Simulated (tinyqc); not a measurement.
# Tail temperature from the power law

Inverse problem. When tail states hold most of the charge, the linear current goes as I = A (Vg - VT)^g with g = 2 Tt/T - 1. Find g, Tt and the tail width kB Tt.

Inputs (values chosen for the exercise): temperature T = 250 K.

Constants: q = 1.602176634e-19 C, kB = 1.380649e-23 J/K, Vt = kB T/q. Results are converted to the units shown.

I at Vg - VT = 12 and 18 V (nA): [604.47081, 1254.1215]

Answer. g is the slope of ln I against ln(Vg - VT).

g = 1.80
Tt = 350 K
kB Tt = 30.2 meV

Program tinyqc, `OMP_NUM_THREADS=1 python tinyqc.py 2610011 2610012 out.jsonl`; Intel Xeon 2.30GHz, shared host, one thread, about 0.01 s.
